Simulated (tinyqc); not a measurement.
# Stacked nanosheet transistor, parasitic resistance, capacitance and delay, step by step

tinyqc, about 0.06 s, one thread, Intel Xeon 2.30GHz (shared host): `OMP_NUM_THREADS=1 python tinyqc.py 2170038 2170039 out.jsonl` Printed values are rounded.

Ns sheets share one contact on top; each has perimeter p = 2 (Ws + ts) and cross-section A = Ws ts; contact width Wc = Ws + 10 nm, stack height Hs = Ns pv. Sheet 1 is the top one. Contact length Lc = CPP - Lg - 2 Lsp, shared by two neighbouring gates. Source and drain sides are equal. The formulas are first-order estimates, not field solutions.

Values chosen for this exercise; values close to those of silicon logic devices: temperature T = 300 K; number of sheets Ns = 3; sheet width Ws = 50 nm; sheet thickness ts = 6 nm; vertical pitch of the sheets pv = 18 nm; vertical resistance between sheet levels rv = 85 ohm; contacted gate pitch CPP = 60 nm; gate length Lg = 18 nm; spacer length Lsp = 7 nm; relative permittivity of the spacer ks = 7; gate height above the channel stack Hc = 30 nm; contact resistivity rc = 1.2e-9 ohm cm^2; resistivity of the source-drain epitaxy re = 0.00029 ohm cm; current-carrying depth of the epitaxy te = 25 nm; resistivity of the extension rx = 0.00062 ohm cm; gate overlap Lov = 0.5 nm; inversion capacitance Cinv = 3 uF/cm^2; injection velocity vx = 8.3e6 cm/s; apparent mobility mu = 290 cm^2/(V s); threshold at zero drain voltage VT = 0.25 V; barrier lowering dl = 0.036 V/V; subthreshold factor n = 1.12; wire load Cw = 0.16 fF; supply voltage Vdd = 0.75 V.

Constants: q = 1.602176634e-19 C, kB = 1.380649e-23 J/K, eps0 = 8.8541878128e-12 F/m, Vt = kB T/q. Results are converted to the units shown.

## Geometry and resistances

Epitaxy sheet resistance Rsh = re/te, transfer length LT = sqrt(rc/Rsh), contact Rc = [sqrt(rc Rsh)/Wc] coth(Lc/(2 LT)); extension of one sheet Rx = rx Lsp/A. Effective width N p; for equal currents and rv = 0 one side has Rc + Rx/N.

Lc = 28 nm
effective width = 336 nm
Rsh = 116 ohm
LT = 32.16338 nm
Rc = 151.7674 ohm
Rx = 144.6667 ohm
one side times effective width = 67.19652 ohm um

Lc/2 is 0.44 transfer lengths, and Rc is 6.2 % above the area limit rc/(Wc Lc/2). The contact makes up 75.9 % of one side.

## Capacitances

With N sheets: gate Cg = Cinv p N Lg; per side, plate Cp = ks eps0 [Wc (Hs + Hc) - N A]/Lsp, top fringe Cf = (2/pi) ks eps0 Wc ln(1 + Lg/(2 Lsp)), overlap Co = Cinv p N Lov. Cs = Cp + Cf + Co. An inverter of two such devices driving an equal one has the load CL = 2 (Cg + 2 Cs) + 4 Cs + Cw (its own drains counted twice for the Miller effect).

Cg = 181.4400 aF
Cp = 36.65634 aF
Cf = 1.957108 aF
Co = 5.04 aF
CL = 872.1076 aF

The channel capacitance gives 41.6 % of CL, the parasitic parts 40.0 % and the wire 18.3 %.

## Iteration 1: sheet currents at Vgs = Vdd, Vds = Vdd/2

I at the start (uA): sheet 1 0, sheet 2 0, sheet 3 0

One sheet: I = p Q vx u/(1 + |u|^1.8)^(1/1.8), Q = Cinv n Vt ln(1 + exp((Vg' - VT + dl Vd')/(n Vt))), u = Vd' mu/(vx Lg), Vg' = Vgs - v, Vd' = Vds - 2 v, with the drop on each side v_j = Rc sum I + rv (sum over levels k = 2..j of the current of sheets k..Ns) + Rx I_j. I(new) = I(out).

drop v (mV): sheet 1 0, sheet 2 0, sheet 3 0
I(out) (uA): sheet 1 141.0192, sheet 2 141.0192, sheet 3 141.0192
I after iteration 1 (uA): sheet 1 141.0192, sheet 2 141.0192, sheet 3 141.0192

## Iteration 2: sheet currents at Vgs = Vdd, Vds = Vdd/2

As before.

drop v (mV): sheet 1 84.60715, sheet 2 108.5804, sheet 3 120.5671
I(out) (uA): sheet 1 112.8205, sheet 2 103.3081, sheet 3 97.77965
I after iteration 2 (uA): sheet 1 112.8205, sheet 2 103.3081, sheet 3 97.77965

## Course of the iteration: sheet currents at Vgs = Vdd, Vds = Vdd/2

Stop when the largest change of I is below 1e-6 uA, or after 80 iterations.

Course of the iteration:

| iteration | total I (uA) | largest \|change\| of one entry (uA) |
|---|---|---|
| 1 | 423.0577 | 141 |
| 2 | 313.9083 | 43.2 |
| 3 | 346.6458 | 14.1 |
| 4 | 337.3299 | 3.99 |
| 5 | 340.0214 | 1.16 |
| 6 | 339.2469 | 0.333 |
| 7 | 339.4701 | 0.0960 |
| 8 | 339.4058 | 0.0276 |
| 9 | 339.4243 | 7.96e-3 |
| 10 | 339.4190 | 2.29e-3 |
| 11 | 339.4205 | 6.61e-4 |
| 12 | 339.4201 | 1.90e-4 |
| 13 | 339.4202 | 5.48e-5 |
| 14 | 339.4201 | 1.58e-5 |
| 15 | 339.4202 | 4.55e-6 |
| 16 | 339.4202 | 1.31e-6 |
| 17 | 339.4202 | 3.77e-7 |

Converged in 17 iterations. At the end each change is about 0.29 times the one before: linear convergence. The bottom sheet carries 91.8 % of the current of the top one.

## Effective current, delay and energy

IH = I(Vdd, Vdd/2) = 339.4202 uA
IL = I(Vdd/2, Vdd), solved likewise = 104.0062 uA

Ieff = (IH + IL)/2, delay CL Vdd/(2 Ieff), energy CL Vdd^2, with CL the load of an inverter that drives an equal one.

Ieff = 221.7132 uA
delay = 1.475060 ps
energy = 490.5605 aJ

Without any series resistance Ieff would be 275 uA, so the resistances cost 19.3 %.
